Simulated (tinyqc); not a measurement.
Deep-level transient spectroscopy (DLTS) of one majority-carrier trap. From peak temperature T_p back to mean field F. Computed by tinyqc, a small Python program. Command: `OMP_NUM_THREADS=1 python tinyqc.py 3003401 3003402 out.jsonl dlts inv`. One thread of a shared host (Intel(R) Xeon(R) Processor @ 2.30GHz), about 0.1 s of CPU time with the checks.

A filling pulse loads the traps in a one-sided junction; under reverse bias they empty at the rate e, and the capacitance relaxes as C(t) = C_0 - dC exp(-e t). The signal is S = [C(t_2) - C(t_1)]/dC.

Inputs (values chosen for the exercise, with mass and screening modelled on CdTe): density-of-states mass m = 0.0927 m_0; valleys M = 1; trap depth E_t = 0.177 eV; cross-section sigma_0 = 6.2e-15 cm^2; degeneracy ratio g = 0.5; gate time t_1 = 0.01 s; ratio t_2/t_1 = 10; temperature T = 102 K; dielectric constant eps = 10.6.

Carriers: electrons. Extra term: Poole-Frenkel lowering.

Constants: k_B = 8.617333262e-05 eV/K; k_B = 1.380649e-23 J/K; m_0 = 9.1093837015e-31 kg; h = 6.62607015e-34 J s; e = 1.602176634e-19 C; eps_0 = 8.8541878128e-12 F/m.

Method:
- e = g sigma v N_b exp(-E/k_B T), v = sqrt(3 k_B T/m), N_b = 2 M (2 pi m k_B T/h^2)^(3/2), sigma = sigma_0, E = E_t - dE with the one-dimensional Poole-Frenkel lowering dE = sqrt(e^3 F/(pi eps eps_0)), F being held as an input apart from the bias (the centre is charged when empty).
- S(e) = exp(-e t_1) - exp(-e t_2) peaks at the rate window e_0 = ln(t_2/t_1)/(t_2 - t_1).
- T_p solves e(T) = e_0 (bisection between 15 and 1500 K); the half-height points solve S = S_max/2 on either side.

Question. A run gave the result below. Find the mean field F, known to lie between 11000 and 19000 V/cm.

peak temperature T_p = 88.61812 K

Answer.

Each step takes the trial c = (a f_b - b f_a)/(f_b - f_a), f being the result less the target and a, b, c the logarithms of the listed values; c replaces end b, the old b replaces a if the sign of f changed, and otherwise f_a is halved.

Scan of the range:
```
mean field F (V/cm)  peak temperature T_p (K)
11000                                 90.6821
12000                                 90.0958
13200                                 89.4231
14500                                 88.7276
15800                                 88.0621
17300                                 87.3268
19000                                 86.5305
```

False position (Illinois rule, in the logarithm of the input) inside the bracket:
```
step    end a    end b    trial  peak temperature T_p (K)
1     14500.0  15800.0  14706.2                   88.6201
2     15800.0  14706.2  14709.9                   88.6182
3     15800.0  14709.9  14710.1                   88.6181
4     14709.9  14710.1  14710.0                   88.6181
```

Peak temperature T_p falls at every point of a 13-point scan of the range (every second point is shown), so one value fits; it is bracketed by 14500 and 15800. Answer: mean field F = 14710 V/cm.
